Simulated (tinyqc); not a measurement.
Line shape against size: Raman line shape of confined optical phonons and breathing modes of small crystals. Computed by tinyqc, a small Python program. Command: `OMP_NUM_THREADS=1 python tinyqc.py 3012670 3012671 out.jsonl confine walk`. One thread of a shared host (Intel(R) Xeon(R) Processor @ 2.30GHz), about 0.02 s of CPU time with the checks.

Confinement in 2 direction(s) lets phonons with q away from zero scatter light. q is in units of 2 pi/a, from 0 to 1, and the branch is isotropic: omega(q)^2 = (omega_0^2 + omega_X^2)/2 + ((omega_0^2 - omega_X^2)/2) cos(pi q). The model and its constant beta are phenomenological; beta = 8 is the common choice.

Inputs (values chosen for the exercise, modelled on germanium): bulk frequency omega_0 = 300.9 1/cm; frequency at the zone boundary omega_X = 233 1/cm; natural width Gamma_0 = 2.5 1/cm; lattice constant a = 5.658 angstrom; size L = 3.4 nm; confinement constant beta = 8.

Shape: wire.

Method:
- Weight W(q) = q^1 exp(-(2 L q/a)^2/(2 beta)) dq, that is exp(-k^2 L^2/(2 beta pi^2)) for k = 2 pi q/a.
- Width q_c = a sqrt(2 beta)/(2 L), where the exponential falls to 1/e; curvature of the branch: omega(q) = omega_0 - c q^2, c = pi^2 (omega_0^2 - omega_X^2)/(8 omega_0); for small q_c the mean of q^2 is (number of confined directions) q_c^2/2, and the mean shift is -c times that.
- I(omega) = int W(q) / [(omega - omega(q))^2 + (Gamma_0/2)^2] dq / int W dq x (Gamma_0/2)^2, by 400 Gauss-Legendre points on 0 < q < min(1, 2.5 a sqrt(2 beta)/L).
- The peak is the maximum of I; the width is taken between the half-maximum points, and the asymmetry is the low-side half-width over the high-side one.

mean shift, quadratic estimate = -16.4644 1/cm

Line shape:
```
L (nm)  peak shift (1/cm)  full width (1/cm)  asymmetry  mean shift, quadratic estimate (1/cm)
3                 -3.4158             23.062     5.1794                                -21.148
3.6                -2.798             16.711     4.2801                                -14.686
4.4               -2.2672             12.099     3.4929                                -9.8310
5.5               -1.8018             8.7393     2.8045                                -6.2918
7                 -1.4024             6.3995     2.2344                                -3.8842
10               -0.94919             4.3812     1.6479                                -1.9033
15                -0.5753             3.2401     1.2581                               -0.84590
25               -0.26754             2.6712     1.0494                               -0.30453
```

What does the comparison show, and why?

The peak shift falls with exponent -1.09 at the small end and -1.50 at the large end. For still larger L it tends to the mean shift, which goes as 1/L^2; the ratio is 0.16 in the first row and 0.88 in the last. The width exceeds Gamma_0 by over 10 % for L up to 15 nm. In a wire the factor q lowers the weight at q = 0.

Extremes, crossings and ranges named in words are read from the listed rows.
